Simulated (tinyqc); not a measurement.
Corrections over temperature: harmonic transition-state theory with quantum, tunnelling and friction corrections. Computed by tinyqc, a small Python program. Command: `OMP_NUM_THREADS=1 python tinyqc.py 3010346 3010347 out.jsonl rates walk`. One thread of a shared host (Intel(R) Xeon(R) Processor @ 2.30GHz), about 0.03 s of CPU time with the checks.

One atom hops between equivalent sites; three modes at the minimum and two real modes at the saddle are treated as harmonic, the rest of the crystal as unchanged; melting is ignored, so hot rows may lie above the melting point.

Inputs (values chosen for the exercise, modelled on interstitial hydrogen in silicon): barrier E_b = 0.511 eV; imaginary frequency at the saddle nu_b = 18 THz; temperature T = 391 K.

Lattice of sites: three-dimensional. Correction studied: tunnelling.

frequencies at the minimum (THz): 34.1  45.3  57.5

real frequencies at the saddle (THz): 46.8  66.3

Constants: h x 1 THz = 4.135667696 meV; k_B = 8.617333262e-05 eV/K.

Method:
- With u = h nu_b/(k_B T): Wigner factor 1 + u^2/24; parabolic barrier (Bell) (u/2)/sin(u/2), valid above T_c = h nu_b/(2 pi k_B); symmetric Eckart barrier: kappa = int_0^infinity P(E) exp(-(E - E_b)/(k_B T)) dE/(k_B T), P = (cosh 2a - 1)/(cosh 2a + cosh 2d), a = alpha sqrt(E/E_b), alpha = 2 pi E_b/(h nu_b), 2d = 2 sqrt(alpha^2 - pi^2/4).
- Vineyard: nu* = product of minimum frequencies / product of real saddle frequencies; k_cl = nu* exp(-E_b/(k_B T)).
- Quantum harmonic: k_q = (k_B T/h) [prod 2 sinh(x_i/2) (minimum) / prod 2 sinh(x_j/2) (saddle)] exp(-E_b/(k_B T)), x = h nu/(k_B T).
- A dash marks the Bell factor within 3 % of T_c or below.

crossover temperature T_c = 137.488 K

Rates and factors:
```
T/T_c   T (K)  k_cl (1/s)  k_q/k_cl  Wigner    Bell      Eckart
0.70     96.2  4.9868e-14    26.460  4.3570       -  5.2762e+03
0.85    116.9  2.6302e-09    11.275  3.2767       -  6.5066e+01
1.00    137.5  5.3150e-06     6.373  2.6449       -  1.1227e+01
1.20    165.0  7.0369e-03     3.827  2.1423  5.2360  4.2624e+00
1.50    206.2  9.3166e+00     2.393  1.7311  2.4184  2.3311e+00
2.00    275.0  1.2335e+04     1.593  1.4112  1.5708  1.5721e+00
3.00    412.5  1.6331e+07     1.174  1.1828  1.2092  1.2192e+00
5.00    687.4  5.1346e+09     1.029  1.0658  1.0690  1.0762e+00
10.00  1374.9  3.8339e+11     1.000  1.0164  1.0166  1.0204e+00
```

What follows from these numbers?

Among these rows Wigner agrees with Eckart to 5 % from T/T_c = 3 upwards. In the first row the Eckart factor is 5280 against 4.36: the Wigner form keeps only the first term in u^2. The Bell factor diverges at T_c, because an inverted parabola has no bottom. Caution: rows below T_c rest on a separable one-dimensional tunnelling factor, which is unreliable there.

Extremes, crossings and ranges named in words are read from the listed rows.
